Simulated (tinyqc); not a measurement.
From a target level to the width: type-II superlattice in the two-band Kane model. Three cases, with inputs chosen for the exercise.

Problem. Which width a puts the bottom of C1 at the energy below?

Motion along the axis, period d = a + b, c = hbar^2/2m0. Conduction and light-hole bands couple: (E - Ec)(E - Ev) = Ep c k^2 in each layer, with mass m(E) = (E - Ev)/Ep, which may be negative. The conduction envelope psi and psi'/m(E) are continuous; a layer carries them by [[cos kt, (m/k) sin kt], [-(k/m) sin kt, cos kt]] (cosh and sinh for k^2 < 0), and cos(q d) = tr(M_B M_A)/2. C1 is the first miniband above EvB, with its bottom at tr/2 = +1 and its top at -1; the gap is the bottom of C1 less the top heavy-hole level HH1.

Constants: hbar^2/2m0 = 3.80998211 eV angstrom^2.

Find: k in A; kappa in B; a.

Method. At q = 0 the state is even in both layers: (k/m_A) tan(k a/2) = (kappa/m_B) tanh(kappa b/2) with the masses at that energy; the first branch of the arctangent gives a.

Case 1.

Values chosen (near those of an InAs/GaSb superlattice; shifted at random, so the results belong to these values and not to a real crystal): b = 30 angstrom (layer B); EcA = 0 eV (conduction edge of A); EvA = -0.421 eV (valence edge of A); EcB = 0.992 eV (conduction edge of B); EvB = 0.173 eV (valence edge of B); EpA = 14.5 eV (coupling energy in A); EpB = 18.1 eV (coupling energy in B).

bottom of C1 = 0.419392 eV

Solution.

k in A = 0.07987 1/angstrom
kappa in B = 0.04523 1/angstrom
a = 24.0 angstrom

Case 2.

Values chosen (near those of an InAs/GaSb superlattice; shifted at random, so the results belong to these values and not to a real crystal): b = 25 angstrom (layer B); EcA = 0 eV (conduction edge of A); EvA = -0.411 eV (valence edge of A); EcB = 0.924 eV (conduction edge of B); EvB = 0.103 eV (valence edge of B); EpA = 14.1 eV (coupling energy in A); EpB = 18.3 eV (coupling energy in B).

bottom of C1 = 0.293378 eV

Solution.

k in A = 0.06202 1/angstrom
kappa in B = 0.04150 1/angstrom
a = 32.0 angstrom

Case 3.

Values chosen (near those of an InAs/GaSb superlattice; shifted at random, so the results belong to these values and not to a real crystal): b = 49 angstrom (layer B); EcA = 0 eV (conduction edge of A); EvA = -0.42 eV (valence edge of A); EcB = 0.953 eV (conduction edge of B); EvB = 0.131 eV (valence edge of B); EpA = 14.3 eV (coupling energy in A); EpB = 18.3 eV (coupling energy in B).

bottom of C1 = 0.481043 eV

Solution.

k in A = 0.08919 1/angstrom
kappa in B = 0.04868 1/angstrom
a = 22.0 angstrom

Computed by tinyqc, one run a case: `OMP_NUM_THREADS=1 python tinyqc.py N N+1 out.jsonl` with N = 1252431, 1252518, 1252543; one thread of a shared Intel(R) Xeon(R) Processor @ 2.30GHz, about 0.1 s a run at most.
